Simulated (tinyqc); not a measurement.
## Long-channel MOSFET, surface-potential model: effect of the source-body reverse bias

n-channel transistor on a uniformly doped p-type body, gradual-channel approximation, constant mobility, Boltzmann statistics, full ionisation. Potentials are counted from the neutral body; V is the electron quasi-Fermi potential, Vsb at the source and Vsb + Vds at the drain. Charges are magnitudes per area.

ni = sqrt(Nc Nv) exp(-Eg/(2 Vt)), Eg in volts; phiF = Vt ln(Na/ni); Cox = eps0 eox/tox; gamma = sqrt(2 q eps0 eps_r Na)/Cox. The surface potential psi at channel potential V solves Vgs + Vsb - Vfb - psi = gamma sqrt(G), G = psi - Vt + Vt exp((psi - 2 phiF - V)/Vt). Charge sheet: Qi = Cox gamma [sqrt(G) - sqrt(psi - Vt)]; I = mu (W/L) [integral of Qi dpsi from psi_0 to psi_L (drift) + Vt (Qi0 - QiL) (diffusion)], with psi_0 at V = Vsb and psi_L at V = Vsb + Vds. VT = Vfb + 2 phiF + gamma sqrt(2 phiF + Vsb), m = 1 + gamma/(2 sqrt(2 phiF + Vsb)). The swing is 20 mV/log10[I(VT - 0.14 V)/I(VT - 0.16 V)] of the charge-sheet current at the given Vds.

Inputs (values chosen for the exercise); material values close to those of silicon:
- T = 400 K (temperature)
- Eg = 1.12 eV (band gap)
- eps_r = 11.7 (relative permittivity of the semiconductor)
- Nc = 4.26e19 cm^-3 (conduction-band density of states at T)
- Nv = 4.13e19 cm^-3 (valence-band density of states at T)
- Na = 4.7e16 cm^-3 (acceptor density of the body)
- eox = 4.07 (relative permittivity of the gate insulator)
- tox = 26 nm (insulator thickness)
- Vfb = -0.95 V (flat-band voltage)
- mu = 590 cm^2/(V s) (channel mobility)
- W = 2 um (gate width)
- L = 0.5 um (gate length)
- Vgs = 1.32 V (gate-source voltage)
- Vds = 1.2 V (drain-source voltage)

Constants: q = 1.602176634e-19 C, kB = 1.380649e-23 J/K, Vt = kB T/q, eps0 = 8.8541878128e-14 F/cm where lengths are in cm. Results are converted to the units shown.

The same in every row: gamma (V^0.5) = 0.9012.

Effect of the source-body reverse bias:
```
Vsb (V)  VT (V)      m  swing (mV/decade)  I at Vgs, Vds (uA)
0        0.4291  1.558              134.9               61.58
0.25     0.5574  1.475              124.2               45.46
0.5      0.6687  1.420              117.9               32.90
0.75     0.7686  1.381              113.6               23.13
1        0.8598  1.351              110.5               15.63
1.25     0.9444  1.327              108.0               9.996
1.5       1.024  1.307              106.1               5.927
```

As Vsb goes from 0 to 1.5 V, VT rises from 0.429 to 1.02 V, the swing falls from 135 to 106 mV a decade and the current falls from 61.6 to 5.93 uA. The swing is 9.1 % above m Vt ln 10 in the first row and 2.3 % above it in the last. For Vsb = 0 to 1.25 V mu V/L, with V the smaller of Vds and (Vgs - VT)/m, passes 3e6 cm/s, so velocity saturation would lower the current.

Computed by the program tinyqc: `OMP_NUM_THREADS=1 python tinyqc.py 2360073 2360074 out.jsonl`, one thread of a shared Intel Xeon 2.30GHz, about 0.06 s for the whole run.
